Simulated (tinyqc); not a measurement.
Tunnelling through a gate dielectric with the two-band (Franz) dispersion, WKB transmission and Tsu-Esaki current: one step of the calculation.

Electrons leave the emitter at x = 0. Energies E (motion across the layers) are in eV from the emitter Fermi level; the collector Fermi level lies at -V and offers states at every E. No charge in the dielectric and no image force: F1 = V/t1, U = phi1 - F1 x. With C = hbar^2/(2 m0), kappa = sqrt(m u (1 - u/Egx)/C), u = U - E where U > E and 0 elsewhere; T(E) = exp(-S), S = 2 times the integral of kappa over x.

Problem. Current density on a coarse energy grid. Each layer adds (2/F) sqrt(m/C) [G(u at its left edge) - G(u at its right edge)] to S, with u = U - E (0 where negative) and G(u) = Egx^1.5 (th - sin(4 th)/4)/4, th = arcsin sqrt(u/Egx). The slope follows from 1/d = -dS/dE.

J = J0 times the integral of T(E) N(E) dE, N = ln[(1 + exp(-E/Vt))/(1 + exp((-E - V)/Vt))], J0 = q^2 me m0 kB T/(2 pi^2 hbar^3) (times 1e-4 for A/cm^2 per eV), by Simpson's rule on nE equally spaced points from Ea to Eb.

Values chosen for this exercise; dielectric values close to those of silicon nitride:
```
symbol  value  unit                                                        meaning
T         400     K                                                    temperature
Ef       0.32    eV              Fermi energy of the emitter above its band bottom
me          1    m0                            emitter mass in the supply function
phi1     2.06    eV  barrier of layer 1 above the emitter Fermi level at zero bias
m1       0.52    m0                                     tunnelling mass of layer 1
t1        1.8    nm                                           thickness of layer 1
Egx       5.8    eV           gap parameter of the two-band dispersion, set freely
V         0.5     V                                  voltage across the dielectric
Ea      -0.32    eV                                   lower end of the energy grid
Eb       0.34    eV                                   upper end of the energy grid
nE         15                                            points of the energy grid
```

Constants: q = 1.602176634e-19 C, kB = 1.380649e-23 J/K, hbar = 1.054571817e-34 J s, m0 = 9.1093837015e-31 kg, Vt = kB T/q, hbar^2/(2 m0) = 0.0380998212 eV nm^2. Results are converted to the units shown.

Find: E; T(E); N; T(E) N; J0; J.

Solution.

```
point	E (eV)	T(E)	N	T(E) N
0	-0.32000	2.0140e-7	9.2783	1.8686e-6
1	-0.27286	2.1695e-7	7.9149	1.7172e-6
2	-0.22571	2.3484e-7	6.5493	1.5380e-6
3	-0.17857	2.5545e-7	5.1861	1.3248e-6
4	-0.13143	2.7925e-7	3.8347	1.0708e-6
5	-0.08429	3.0682e-7	2.5284	7.7576e-7
6	-0.03714	3.3886e-7	1.3705	4.6442e-7
7	0.01000	3.7622e-7	0.55857	2.1015e-7
8	0.05714	4.1996e-7	0.17442	7.3252e-8
9	0.10429	4.7138e-7	0.047394	2.2341e-8
10	0.15143	5.3209e-7	0.012286	6.5373e-9
11	0.19857	6.0410e-7	0.0031436	1.8990e-9
12	0.24571	6.8995e-7	8.0161e-4	5.5307e-10
13	0.29286	7.9284e-7	2.0423e-4	1.6192e-10
14	0.34000	9.1684e-7	5.2021e-5	4.7695e-11
```

J0 = 5.5782e8 A/(cm^2 eV)
J = 213.75 A/cm^2

The integrand peaks at E = -0.320 eV among these points.

Computed by the program tinyqc: `OMP_NUM_THREADS=1 python tinyqc.py 2540122 2540123 out.jsonl`, one thread of a shared Intel Xeon 2.30GHz, about 0.03 s for the whole run.
